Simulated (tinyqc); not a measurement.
Resistance of a tapered via with liner, size effect and interface: one step of the calculation.

A round via whose diameter grows from db at the bottom as D(z) = db + 2 z/tan(ang). The fill, of diameter D - 2 tl, starts above the bottom liner (thickness fb tl) and has rho = rho0 (1 + ks lam/(D - 2 tl)); the sidewall liner conducts in parallel with it. The bottom liner and the interface are crossed over the full area pi db^2/4. Spreading in the lines above and below is left out.

Problem. Slices of the via. Slices between z0 = fb tl and hv, evaluated at their midpoints: conductance per length pi/4 [(D - 2 tl)^2/rho + (D^2 - (D - 2 tl)^2)/rl], slice resistance = slice height over that. 10 slices.

Inputs (values chosen for the exercise); fill metal close to copper:
```
symbol,value,unit,meaning
db,41,nm,diameter at the bottom
hv,51,nm,height
ang,89,degrees,sidewall angle
rho0,1.67,uohm cm,bulk resistivity of the fill
lam,39.5,nm,mean free path of the fill
ks,0.7,,size-effect factor
tl,1.7,nm,liner on the sidewall
fb,1,,liner at the bottom over that on the sidewall
rl,240,uohm cm,resistivity of the liner
```

Find: z; D; rho; slice resistance.

Solution.

```
slice  z (nm)  D (nm)  rho (uohm cm)  slice resistance (ohm)
0      4.1650  41.145         2.8933                 0.12719
1      9.0950  41.318         2.8878                 0.12580
2      14.025  41.490         2.8823                 0.12443
3      18.955  41.662         2.8768                 0.12308
4      23.885  41.834         2.8714                 0.12175
5      28.815  42.006         2.8661                 0.12044
6      33.745  42.178         2.8608                 0.11916
7      38.675  42.350         2.8555                 0.11789
8      43.605  42.522         2.8503                 0.11664
9      48.535  42.694         2.8451                 0.11542
```

Range of the model: The ballistic limit exceeds half of R_fill, so a diffusive resistivity alone understates the resistance.

Computed by the program tinyqc: `OMP_NUM_THREADS=1 python tinyqc.py 2750079 2750080 out.jsonl`, one thread of a shared Intel Xeon 2.30GHz, about 0.01 s for the whole run.
